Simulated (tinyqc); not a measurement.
Input admittance of a MOSFET at zero drain bias: distributed channel and distributed gate: one step of the calculation.

Source and drain grounded, strong inversion, w = 2 pi f, Cox = eps0 eox/tox. The channel is an RC line of resistance 1/(mu Cox Vo) per square fed from both ends, so one finger has the intrinsic admittance y = i w Cox L tanh(g)/g per width, g = (1/2) sqrt(i w tau), tau = L^2/(mu Vo). The vertical resistance rv/L is in series with y, the overlaps 2 i w Cov in parallel: y_t = 1/(1/y + rv/L) + 2 i w Cov. The gate strip is a line of Rsh/L per length loaded by y_t, so a finger has Y = y_t Wf tanh(k)/k, k = (Wf/sd) sqrt(y_t Rsh/L); the device has Nf Y.

Problem. Low-frequency resistances and capacitance. Low-frequency limits, with c = Cox L and ct = c + 2 Cov: R_strip = Rsh Wf/(3 sd^2 L Nf), R_ch = (c/ct)^2 L/(12 mu Cox Vo Wf Nf), R_vert = (c/ct)^2 rv/(L Wf Nf), C = ct Wf Nf.

Parameters, values chosen for the exercise; values of the order met in silicon radio-frequency transistors:

| symbol | value | unit | meaning |
|---|---|---|---|
| eox | 3.9 |  | relative permittivity of the gate insulator (close to silicon dioxide) |
| tox | 3.4 | nm | insulator thickness |
| L | 0.97 | um | channel length |
| Wf | 0.95 | um | finger width |
| Nf | 8 |  | number of fingers |
| mu | 100 | cm^2/(V s) | channel mobility |
| Vo | 0.49 | V | gate overdrive |
| Rsh | 6 | ohm/square | sheet resistance of the gate |
| rv | 0 | ohm um^2 | vertical resistivity of the gate stack |
| sd | 2 |  | number of ends at which a finger is contacted |
| Cov | 0.27 | fF/um | overlap and fringe capacitance on each side |

Constants: eps0 = 8.8541878128e-14 F/cm where lengths are in cm. Results are converted to the units shown.

Give: parts; sum; C; 1/(2 pi R C).

Solution.

parts (ohm): strip 0.061211, channel 192.09, vertical 0
sum = 192.15 ohm
C = 78.976 fF
1/(2 pi R C) = 10.488 GHz

The channel term is the largest, 100 % of the sum.

Numbers from tinyqc (`OMP_NUM_THREADS=1 python tinyqc.py 2262133 2262134 out.jsonl`; about 0.01 s on one thread of a shared Intel Xeon 2.30GHz).
